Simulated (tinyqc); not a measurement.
# Permittivity of the insulator from five potentials

Problem. A node lies on a semiconductor-insulator interface. Steps: hs = tb/3 down into the semiconductor, ho = tox/2 up into the insulator, hy = L/6 sideways. The flux balance of its box reads eox (hy/ho)(above - node) + eps_r (hy/hs)(below - node) + [(eps_r hs + eox ho)/(2 hy)](left + right - 2 node) - q Na (hs/2) hy/eps0 = 0. Find eox.

Parameters, values chosen for the exercise; semiconductor permittivity close to that of silicon:

| symbol | value | unit | meaning |
|---|---|---|---|
| eps_r | 11.9 |  | relative permittivity of the semiconductor |
| tb | 8 | nm | half the body thickness |
| tox | 1.4 | nm | insulator thickness |
| L | 56 | nm | channel length |
| Na | 7.3e17 | cm^-3 | acceptor density of the depleted body |

Constants: q = 1.602176634e-19 C, eps0 = 8.8541878128e-14 F/cm where lengths are in cm. Results are converted to the units shown.

psi (V): node 0.21498050, above 0.17799076, below 0.24925082, left 0.13770872, right 0.65

Solution. The balance is linear in eox.

eox = 3.90

tinyqc, about 0.1 s, one thread, Intel Xeon 2.30GHz (shared host): `OMP_NUM_THREADS=1 python tinyqc.py 2480108 2480109 out.jsonl`
